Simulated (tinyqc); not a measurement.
# Quantum limit of the contact resistance of a three-dimensional channel, step by step

tinyqc, about 0.02 s, one thread, Intel Xeon 2.30GHz (shared host): `OMP_NUM_THREADS=1 python tinyqc.py 2760134 2760135 out.jsonl` Printed values are rounded.

Parabolic band with gv valleys, C = hbar^2/(2 m0), eta = (EF - Ec)/(kB T). Landauer picture: each mode conducts 2 q^2/h, and the contacts and the channel add incoherently in series, 1/Tt - 1 = 2 (1/tc - 1) + L/lam for the total transmission Tt.

Inputs (values chosen for the exercise): temperature T = 300 K; mass m = 0.11 m0; valleys gv = 3; carrier density n = 1.6e18 cm^-3; transmission of each contact tc = 0.87; back-scattering length of the channel lam = 9.8 nm; channel length L = 94 nm.

Constants: q = 1.602176634e-19 C, kB = 1.380649e-23 J/K, hbar = 1.054571817e-34 J s, h = 6.62607015e-34 J s, m0 = 9.1093837015e-31 kg, Vt = kB T/q, hbar^2/(2 m0) = 0.0380998212 eV nm^2. Results are converted to the units shown.

## Fermi level and modes

n = N F12(eta), N = 2 gv (m kB T/(4 pi C))^1.5, F12(x) = (2/sqrt(pi)) int_0^infinity sqrt(u)/(1 + exp(u - x)) du; modes per area M = gv m kB T ln(1 + exp(eta))/(4 pi C); at zero temperature M0 = gv kF^2/(4 pi), kF = (3 pi^2 n/gv)^(1/3). kB T in eV.

N = 2.74652e18 cm^-3
eta = -0.336016
M = 9.60759e11 cm^-2
M0 = 1.50265e12 cm^-2

The zero-temperature count is 56 % above the thermal one.

## Resistances

RQ = (h/2q^2)/M for the whole device, R = RQ/Tt; the part of one contact is Rc = RQ (1/tc - 1/2) and the channel adds RQ L/lam.

RQ = 1.34336e-8 ohm cm^2
Rc = 8.72409e-9 ohm cm^2
channel = 1.28852e-7 ohm cm^2
R = 1.46301e-7 ohm cm^2
Tt = 0.0918216

The two contacts make up 11.9 % of R.
